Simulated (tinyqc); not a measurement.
# Worked calculation: metal-interlayer-semiconductor contact, depinning against tunnelling resistance

Program tinyqc, `OMP_NUM_THREADS=1 python tinyqc.py 2270116 2270117 out.jsonl`; Intel Xeon 2.30GHz, shared host, one thread, about 0.03 s. Printed values are rounded.

Zero bias, n-type semiconductor. Gap states at the semiconductor surface thin out as exp(-be ti), which unpins the barrier; electrons must then cross the interlayer (a rectangular barrier, no voltage drop across it) and the parabolic depleted layer, both by WKB. Energies E are counted from the Fermi level; no image force, parabolic bands.

Parameters, values chosen for the exercise; semiconductor values close to those of In0.53Ga0.47As; interlayer mass of the order of that in hafnium oxide, offset chosen freely: temperature T = 300 K; band gap Eg = 0.739 eV; relative permittivity eps_r = 13.9; electron affinity chi = 4.44 eV; conduction-band density of states at T Nc = 2.1e17 cm^-3; tunnelling mass in the semiconductor mt = 0.0414 m0; Richardson mass mA = 0.0423 m0; donor density Nd = 2.3e19 cm^-3; charge-neutrality level above the valence band E0 = 0.5 eV; pinning factor without interlayer S0 = 0.14; metal work function phiM = 4.51 eV; interlayer thickness ti = 1.8 nm; conduction-band offset of the interlayer above the semiconductor dE = 1.63 eV; tunnelling mass in the interlayer mi = 0.19 m0; decay constant of gap states through the interlayer be = 3.7 1/nm.

Constants: q = 1.602176634e-19 C, kB = 1.380649e-23 J/K, eps0 = 8.8541878128e-12 F/m, hbar = 1.054571817e-34 J s, h = 6.62607015e-34 J s, m0 = 9.1093837015e-31 kg, Vt = kB T/q, hbar^2/(2 m0) = 0.0380998212 eV nm^2. Results are converted to the units shown.

Range of the model: The Fermi level lies over 0.25 eV inside the band, where non-parabolicity lowers it and raises the mass. The depletion charge would drop about 0.27 V across such an interlayer (eps_r near 20) at ti = 1.8 nm and Nd = 2.3e19 cm^-3, against a band bending of 0.79 V; this model leaves that drop out.

## Pinning, barrier and scales

S = 1/(1 + (1/S0 - 1) exp(-be ti)); phiB = S (phiM - chi) + (1 - S)(Eg - E0); xi = Ec - EF deep inside, from Nd = Nc F(-xi/Vt), F(x) = (2/sqrt(pi)) int_0^infinity sqrt(u) du/(1 + exp(u - x)); band bending U = phiB - xi; E00 = (hbar/2) sqrt(Nd/(eps0 eps_r mt m0)) in volts; A = 4 pi q mA m0 kB^2/h^3.

S = 0.992192
phiB = 0.0713196 eV
xi = -0.714699 eV
U = 0.786019 eV
E00 = 0.117377 eV
A = 5.08333 A/(cm^2 K^2)

The interlayer moves the barrier from 0.215 eV to 0.0713 eV; the unpinned limit is phiM - chi = 0.0700 eV. E00/Vt = 4.54: by the usual rule of thumb (0.5 to 5) thermionic-field emission.

## Exponents and integrand on an energy grid

E, point 0 to 12 (eV): -0.71  -0.63333  -0.55667  -0.48  -0.40333  -0.32667  -0.25  -0.17333  -0.09667  -0.02  0.05667  0.13333  0.21

With U = phiB - xi: for xi < E < phiB, y = (E - xi)/U and G1 = (U/E00) [sqrt(1 - y) - y ln((1 + sqrt(1 - y))/sqrt(y))], G1 = 0 above phiB; G2 = 2 ti sqrt(mi max(phiB + dE - E, 0)/C), C = hbar^2/(2 m0); f = 1/(1 + exp(E/Vt)); integrand exp(-G1 - G2) f.

```
point       G1       G2           f  integrand (1e-5)
0      6.54631  12.4838           1           0.00054
1      5.09250  12.2837     1.00000           0.00284
2      4.04594  12.0803     1.00000           0.00992
3      3.18342  11.8735     1.00000           0.02890
4      2.45032  11.6629     1.00000           0.07425
5      1.82167  11.4486    0.999997           0.17251
6      1.28415  11.2301    0.999937           0.36739
7      0.83131  11.0072    0.998776           0.72120
8      0.46191  10.7798    0.976783           1.28108
9      0.18112  10.5475    0.684307           1.49928
10     0.01140  10.3099    0.100463           0.33077
11     0.00000  10.0668  0.00572350           0.02431
12     0.00000   9.8176  2.96501e-4           0.00162
```

## Contact resistivity

1/rho_c = (A T^2/Vt^2) I, with I the trapezoid sum of the integrand over the grid.

I = 3.46038e-6 eV
rho_c = 4.2216e-4 ohm cm^2

A fine grid from xi upwards gives rho_c = 4.233e-4 ohm cm^2; the coarse value is 0.26 % below it. The integrand peaks at E = -0.042 eV, and 1.8 % of the current flows above phiB. Tunnelling through the interlayer costs a factor of 51400 at this barrier height; the bare contact (ti = 0) has rho_c = 1.62e-8 ohm cm^2, so with the interlayer rho_c is 26200 times that.
